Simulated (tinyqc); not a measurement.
Segment and feed resistance from two drops.

Question. A rail is fed at one end through Rq; K loads of Ij follow, each after a segment Rs. The drop at load j is K Ij Rq + Rs Ij sum_(l=1..j) (K - l + 1). Find Rs, Rq and the worst drop, at the middle, if the rail were fed through Rq at both ends: K Ij Rq/2 + Rs Ij K^2/8 with the load taken as continuous.

Values chosen for this exercise: number of equal loads K = 7; current of each load Ij = 2.4 mA.

drops at the first and at the last load (mV): [7.056, 20.664000]

Solution. The difference of the two drops is Rs Ij K (K - 1)/2, which gives Rs; the first drop then gives Rq.

Rs = 0.2700 ohm
Rq = 0.1500 ohm
drop at the middle with two feeds = 5.229 mV

tinyqc, about 0.1 s, one thread, Intel Xeon 2.30GHz (shared host): `OMP_NUM_THREADS=1 python tinyqc.py 2770215 2770216 out.jsonl`
